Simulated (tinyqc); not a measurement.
Partial widths from the peak.

Problem. A Breit-Wigner resonance has total width G = GL + GR and peak transmission Tp = 4 GL GR/G^2. GL is known to be the larger. Find GL, GR and the lifetime hbar/G.

Constants: q = 1.602176634e-19 C, hbar = 1.054571817e-34 J s. Results are converted to the units shown.

G = 0.39568306 meV
Tp = 0.88942091

Solution. GL and GR have the sum G and the product Tp G^2/4, so they are (G/2)(1 +/- sqrt(1 - Tp)).

GL = 0.2636 meV
GR = 0.1321 meV
lifetime = 1663 fs

Program tinyqc, `OMP_NUM_THREADS=1 python tinyqc.py 2600126 2600127 out.jsonl`; Intel Xeon 2.30GHz, shared host, one thread, about 0.1 s.
